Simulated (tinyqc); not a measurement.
Against the doping: grain-boundary trapping model (Seto) of a polycrystalline semiconductor film. Computed by tinyqc, a small Python program. Command: `OMP_NUM_THREADS=1 python tinyqc.py 3027558 3027559 out.jsonl poly walk`. One thread of a shared host (Intel(R) Xeon(R) Processor @ 2.30GHz), about 0.01 s of CPU time with the checks.

Grains of equal size L are joined by thin boundaries with one trap level. Trapped carriers deplete a width W on each side and raise a barrier, crossed by thermionic emission. Dopants are fully ionised, statistics are non-degenerate and mu_g does not depend on T.

Inputs (values chosen for the exercise, modelled on polycrystalline germanium): permittivity eps = 16; effective mass m = 0.22 m_0; effective density of states at 300 K, N_c = 6.2e+18 1/cm^3; grain size L = 250 nm; trap density Q_t = 4.1e+11 1/cm^2; trap level E_t below the band edge = 0.21 eV; mobility inside the grains mu_g = 580 cm^2/(V s); temperature T = 300 K.

Grain interior: resistance included.

Constants: e = 1.602176634e-19 C; eps_0 = 8.8541878128e-12 F/m; k_B = 8.617333262e-05 eV/K; m_0 = 9.1093837015e-31 kg; k_B = 1.380649e-23 J/K.

Method:
- If all traps fill, the grain is just depleted at N* = Q_t/L, with the barrier e Q_t L/(8 eps eps_0).
- N_c(T) = N_c (T/300 K)^(3/2). Filled traps Q = Q_t/(1 + (1/2) exp((E_t* - E_F)/k_B T)), where E_t* = e V_B - E_t and E_F are counted from the band edge at the grain centre. Partial depletion: Q = 2 N W, V_B = e N W^2/(2 eps eps_0), E_F = k_B T ln(N/N_c); solve for W. If that W would exceed L/2 the grain is fully depleted: W = L/2, Q = N L, and E_F follows from the trap equation. Centre density n_0 = N_c exp(E_F/k_B T).
- Boundary: sigma_b = L e^2 n_0 exp(-e V_B/k_B T)/sqrt(2 pi m k_B T); drift through the grain, depleted parts included: rho_g = [(1 - 2W/L) + (2W/L) int_0^1 exp(y^2 s^2) ds]/(e n_0 mu_g); rho = 1/sigma_b + rho_g. Mean carrier density n_av = n_0 [(1 - 2W/L) + (2W/L) (sqrt(pi)/2) erf(y)/y], y = sqrt(e V_B/k_B T); effective mobility 1/(e n_av rho).

N* = 1.64e+16 1/cm^3

The same film:
```
N (1/cm^3)  W (nm)   V_B (V)  mean density (1/cm^3)  mobility (cm^2/(V s))  rho (ohm cm)
4.90e+14    125.00  0.004329             3.1700e+13                 518.06    3.8005e+02
1.60e+15    125.00  0.014137             1.4496e+14                 491.78    8.7551e+01
4.10e+15    125.00  0.036226             8.4395e+14                 392.93    1.8822e+01
8.20e+15    114.59  0.060884             4.8938e+15                 254.45    5.0125e+00
1.30e+16     90.79  0.060590             8.8578e+15                 247.67    2.8450e+00
2.00e+16     71.57  0.057929             1.5096e+16                 260.17    1.5892e+00
3.30e+16     51.96  0.050379             2.7570e+16                 305.16    7.4186e-01
6.60e+16     29.60  0.032699             6.1311e+16                 409.93    2.4834e-01
1.60e+17     12.68  0.014557             1.5741e+17                 488.70    8.1139e-02
6.60e+17      3.10  0.003589             6.5927e+17                 517.81    1.8283e-02
```

The barrier peaks among these rows at N = 8.2e15 (0.061 V) and the mobility has its minimum at 1.3e16; N* is 1.6e16. While the grain is fully depleted (W = L/2) V_B grows as N; once all traps are filled it falls as 1/N (last exponent -0.99). From 8.2e15 to 2.0e16 it is pinned, because the trap level has met E_F and the traps fill only in part. Partly depleted rows (W < L/2) with e V_B below 2 k_B T stretch the depletion approximation. Where N approaches N_c the non-degenerate statistics fail. rho drops most steeply, as N^-1.9, between 4.1e15 and 8.2e15.

Extremes, crossings and ranges named in words are read from the listed rows.
